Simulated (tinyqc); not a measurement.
Surface Green function of a zigzag honeycomb ribbon two chains wide, Sancho-Rubio decimation: one step of the calculation.

A semi-infinite lead of cells 0, 1, 2, ... with H0 inside a cell and H1 = <cell i|H|cell i + 1>. Cell of four sites joined 1-2-3-4 by -t; site 2 joins site 1 of the next cell and site 3 joins site 4 of the next cell. z = E + i eta.

Task. Self-energy, Dyson check and densities of states. Sigma = H1 g_s H1^dagger is what the lead adds to one more cell, and (z - H0 - Sigma)^(-1) must give g_s back. Densities of states: -Im of the diagonals over pi.

Parameters, values chosen for the exercise:
- E = -1.71 eV (energy)
- eta = 0.001 eV (broadening)

H0 (eV):
```
    1   2   3   4
1   0  -1   0   0
2  -1   0  -1   0
3   0  -1   0  -1
4   0   0  -1   0
```

H1 (eV):
```
    1  2  3   4
1   0  0  0   0
2  -1  0  0   0
3   0  0  0  -1
4   0  0  0   0
```

converged surface Green function g_s (1/eV):
```
                         1                        2                        3                        4
1  -0.60437846-0.26922376i  -0.03375639-0.45976826i   0.42618983-0.45858231i   0.24939056-0.26803095i
2  -0.03375639-0.45976826i  -0.05818320-0.78616996i   0.72832602-0.78460194i   0.42618983-0.45858231i
3   0.42618983-0.45858231i   0.72832602-0.78460194i  -0.05818320-0.78616996i  -0.03375639-0.45976826i
4   0.24939056-0.26803095i   0.42618983-0.45858231i  -0.03375639-0.45976826i  -0.60437846-0.26922376i
```

converged bulk Green function (1/eV):
```
                         1                        2                        3                        4
1  -0.79060524-0.19586722i  -0.17606542-0.16707117i   0.67559309-0.16300496i   0.79027858-0.19018692i
2  -0.17606542-0.16707117i  -0.49877682-0.46658047i   0.49875589-0.46321148i   0.67559309-0.16300496i
3   0.67559309-0.16300496i   0.49875589-0.46321148i  -0.49877682-0.46658047i  -0.17606542-0.16707117i
4   0.79027858-0.19018692i   0.67559309-0.16300496i  -0.17606542-0.16707117i  -0.79060524-0.19586722i
```

Wanted: Sigma; (z - H0 - Sigma)^(-1); surface density of states; bulk density of states.

Result.

Sigma (eV):
```
                  1                  2                  3                 4
1  0.00000+0.00000i   0.00000+0.00000i   0.00000+0.00000i  0.00000+0.00000i
2  0.00000+0.00000i  -0.60438-0.26922i   0.24939-0.26803i  0.00000+0.00000i
3  0.00000+0.00000i   0.24939-0.26803i  -0.60438-0.26922i  0.00000+0.00000i
4  0.00000+0.00000i   0.00000+0.00000i   0.00000+0.00000i  0.00000+0.00000i
```

(z - H0 - Sigma)^(-1) (1/eV):
```
                   1                  2                  3                  4
1  -0.60438-0.26922i  -0.03376-0.45977i   0.42619-0.45858i   0.24939-0.26803i
2  -0.03376-0.45977i  -0.05818-0.78617i   0.72833-0.78460i   0.42619-0.45858i
3   0.42619-0.45858i   0.72833-0.78460i  -0.05818-0.78617i  -0.03376-0.45977i
4   0.24939-0.26803i   0.42619-0.45858i  -0.03376-0.45977i  -0.60438-0.26922i
```

```
orbital  surface density of states (1/eV)  bulk density of states (1/eV)
1                                 0.08570                        0.06235
2                                 0.25025                        0.14852
3                                 0.25025                        0.14852
4                                 0.08570                        0.06235
```

Computed by the program tinyqc: `OMP_NUM_THREADS=1 python tinyqc.py 2680020 2680021 out.jsonl`, one thread of a shared Intel Xeon 2.30GHz, about 0.05 s for the whole run.
